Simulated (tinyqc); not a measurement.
What each parameter does: inversion layer as a triangular well, valleys of the Si type.

Six ellipsoidal valleys with their long axes along the cube axes, mass ml along the axis and mt across it. For a valley whose axis makes the angle theta with the surface normal, 1/m_z = cos^2(theta)/ml + sin^2(theta)/mt sets the confinement; in the plane the masses are m_1 = mt and m_2 = ml mt/m_z, and m_d = sqrt(m_1 m_2).

The field is taken as constant, e F = 4 pi (e^2/4 pi eps0)(Nd + eta Ns)/eps, with 1e12/cm^2 = 1e-4/angstrom^2, and the oxide as a hard wall at z = 0; c = hbar^2/2m0.

Level j of a valley lies at E_j = a_j (c (e F)^2/m_z)^(1/3) above the band edge at the surface, with the Airy zeros a_j = 2.338107, 4.087949, 5.520560, 6.786708, 7.944134, 9.022651, 10.040174, 11.008524, 11.936016, 12.828777, and has <z> = 2 E_j/(3 e F).

Subband i holds n_i = g m_d/(2 pi c) kB T ln(1 + exp((EF - E_i)/kB T)) (spin included), and EF is fixed by sum n_i = Ns over the levels listed or, where none are listed, over j = 0 to 9 of each group; 1e12/cm^2 = 1e-4/angstrom^2.

Constants: hbar^2/2m0 = 3.80998211 eV angstrom^2; e^2/(4 pi eps0) = 14.39964547 eV angstrom; kB = 8.617333262e-05 eV/K.

Parameters, chosen for this exercise (near those of Si; shifted at random, so the results belong to these values and not to a real crystal):
- ml = 0.93 m0 (longitudinal mass)
- mt = 0.192 m0 (transverse mass)
- eps = 11.7 (dielectric constant)
- Nd = 0.36 x 1e12/cm^2 (depletion charge)
- eta = 0.75 (share of Ns in the effective field)
- face = 100 (surface)
- Ns = 1.3 x 1e12/cm^2 (electron sheet density)
- T = 300 K (temperature)

Field, ladders and EF anew.

Results for these values:

| case | lowest E (eV) | EF (eV) | share of lowest (%) | <z> (angstrom) |
|---|---|---|---|---|
| base | 0.0607 | 0.0119 | 45.1 | 28.25 |

What happens to each result for ml = 1.023 m0, all else kept?

Answer: lowest E falls from 0.0607 to 0.0588; EF falls from 0.0119 to 0.0101; share of lowest rises from 45.1 to 45.2; <z> falls from 28.25 to 27.87.

The same for each parameter in turn:

| case | lowest E (eV) | EF (eV) | share of lowest (%) | <z> (angstrom) |
|---|---|---|---|---|
| base | 0.0607 | 0.0119 | 45.1 | 28.25 |
| Ns = 2.6 x 1e12/cm^2 | 0.0874 | 0.0680 | 61.6 | 20.91 |
| Nd = 0.18 x 1e12/cm^2 | 0.0551 | 0.0037 | 41.0 | 30.71 |
| T = 260 K | 0.0607 | 0.0252 | 51.6 | 26.88 |
| ml = 1.023 m0 | 0.0588 | 0.0101 | 45.2 | 27.87 |
| mt = 0.211 m0 | 0.0607 | 0.0085 | 43.7 | 28.02 |
| eps = 10.5 | 0.0652 | 0.0185 | 48.4 | 26.55 |

(tinyqc, `OMP_NUM_THREADS=1 python tinyqc.py 1281269 1281270 out.jsonl`, Intel(R) Xeon(R) Processor @ 2.30GHz, 1 thread, shared host, about 0.04 s.)
